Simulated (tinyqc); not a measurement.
# Six-transistor SRAM cell, nodal equations and margins: two studies

Two cross-coupled inverters (pull-down bn, pull-up bp) hold the nodes Q and QB; access transistors (ba, threshold VTn, gate on the word line at Vdd when selected) join them to the bit lines. Transistor (EKV form, voltages against the body): I = 2 n b Vt^2 [F(vp - Vs) - F(vp - Vd)] from drain to source, F(v) = ln^2(1 + exp(v/(2 Vt))), vp = (Vg - VT + sg |Vd - Vs|)/n. n-channel bodies are at 0; for the p-channel device all voltages are counted down from Vdd. b in uA/V^2 gives I in uA. For an access transistor the bit line is the drain and the node the source. In a read both bit lines are at Vdd. The cell is symmetric (no mismatch).

Parameters, values chosen for the exercise:
```
symbol,value,unit,meaning
T,250,K,temperature
Vdd,1,V,supply voltage
n,1.43,,slope factor
sg,0.023,,drain-induced barrier lowering
VTn,0.38,V,n-channel threshold
VTp,0.37,V,p-channel threshold (magnitude)
bn,550,uA/V^2,gain factor of the pull-down transistor
ba,550,uA/V^2,gain factor of the access transistor
bp,210,uA/V^2,gain factor of the pull-up transistor
```

Constants: q = 1.602176634e-19 C, kB = 1.380649e-23 J/K, Vt = kB T/q. Results are converted to the units shown.

Each table varies one quantity; the others keep the values above.

## Effect of the n-channel threshold

f(x) is the node voltage of one half-cell for input x: In = Ip in hold, In = Ip + Ia in a read. Static noise margin: side of the largest square between the curve (x, f(x)) and its mirror image (f(y), y); with h(c) the root x of f(x) - x = c, it is the maximum over c > 0 of h(c) - h(-c) + c. Q is the low node in a read and Iread the current of its access transistor. The write trip is the voltage to which the bit line of the high node must fall (the other staying at Vdd) for that state to vanish; higher is easier, and a negative value means that a grounded bit line does not write.

Results:
```
VTn (V)  hold margin (mV)  read margin (mV)  Q in a read (mV)  Iread (uA)  write trip (mV)
0.2                 336.5             119.8             170.5       63.65            395.9
0.32                395.5             194.6             145.7       46.41            300.7
0.38                418.7             226.5             133.6       38.76            256.5
0.44                432.8             254.0             121.5       31.79            213.0
0.5                 432.2             278.7             109.4       25.51            170.2
```

Estimate the missing row, VTn = 0.26 V.

Computed row:
```
VTn (V)  hold margin (mV)  read margin (mV)  Q in a read (mV)  Iread (uA)  write trip (mV)
0.26                367.4             158.6             157.9       54.74            346.3
```

With this row back in the table: As VTn goes from 0.2 to 0.5 V, the read margin rises from 120 to 279 mV, the write trip falls from 396 to 170 mV and Iread falls from 63.7 to 25.5 uA. The read margin is 0.36 of the hold margin in the first row and 0.64 in the last. Read stability and write ability pull in opposite directions.

## Effect of the supply voltage

Same model as above.

Results:
```
Vdd (V)  hold margin (mV)  read margin (mV)  Q in a read (mV)  Iread (uA)  write trip (mV)
0.4                 168.4             93.61             24.07      0.3059            57.81
0.5                 216.2             121.1             35.42       1.732            78.20
0.6                 262.7             147.4             52.02       5.095            107.4
0.7                 307.0             171.9             71.35       10.51            141.7
1                   418.7             226.5             133.6       38.76            256.5
```

Estimate the missing row, Vdd = 0.85 V.

Computed row:
```
Vdd (V)  hold margin (mV)  read margin (mV)  Q in a read (mV)  Iread (uA)  write trip (mV)
0.85                367.0             203.0             102.2       22.41            197.9
```

With this row back in the table: As Vdd goes from 0.4 to 1 V, the read margin rises from 93.6 to 227 mV, the write trip rises from 57.8 to 256 mV and Iread rises from 0.306 to 38.8 uA. The read margin is 0.56 of the hold margin in the first row and 0.54 in the last. At Vdd = 0.4 V the read margin is under 100 mV, which threshold mismatch, left out here, can use up in a large array.

Numbers from tinyqc (`OMP_NUM_THREADS=1 python tinyqc.py 2340088 2340089 out.jsonl`; about 0.1 s on one thread of a shared Intel Xeon 2.30GHz).
